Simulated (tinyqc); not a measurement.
Read current of a NAND string, cells in series solved by shooting: one step of the calculation.

Cells in series, numbered from 0 at the source line (0 V) to the bit line, each followed by a gap resistance Rg. A cell with gate Vg, threshold VT, source Vs and drain Vd passes I = 2 nf K Vt^2 [F(Vs) - F(Vd)]/(1 + th max(Vg - VT, 0)), F(V) = ln^2(1 + exp((Vg - VT - nf V)/(2 nf Vt))). The selected cell has Vg = Vr, the others Vg = Vp.

Problem. Node voltages for a trial current. For a trial current I start at 0 V and, cell by cell (the selected one is cell 3), solve for the drain: sqrt(F(Vd)) = sqrt(F(Vs) - I/k), k = 2 nf K Vt^2/(1 + th max(Vg - VT, 0)), Vd = [Vg - VT - 2 nf Vt ln(exp(sqrt F) - 1)]/nf, then add I Rg.

Parameters, values chosen for the exercise; values of the order met in vertical NAND strings: temperature T = 300 K; gain factor of a cell K = 6.1 uA/V^2; slope factor nf = 1.3; mobility reduction factor th = 0.05 1/V; resistance of the gap between cells Rg = 16 kohm; bit-line voltage Vbl = 0.3 V; pass voltage Vp = 7.9 V; read voltage on the selected word line Vr = 3.09 V.

Constants: q = 1.602176634e-19 C, kB = 1.380649e-23 J/K, Vt = kB T/q. Results are converted to the units shown.

second trial current = 0.77 uA
thresholds from the source end, cell 0 to 3 (V): [3.1, 3.1, 3.1, 1.6]

Give: node voltage after each cell and gap, trial 2.

Solution.

node voltage after each cell and gap, trial 2, cell 0 to 3 (V): [0.045075, 0.090558, 0.13646, 0.25803]

tinyqc, about 0.3 s, one thread, Intel Xeon 2.30GHz (shared host): `OMP_NUM_THREADS=1 python tinyqc.py 2142159 2142160 out.jsonl`
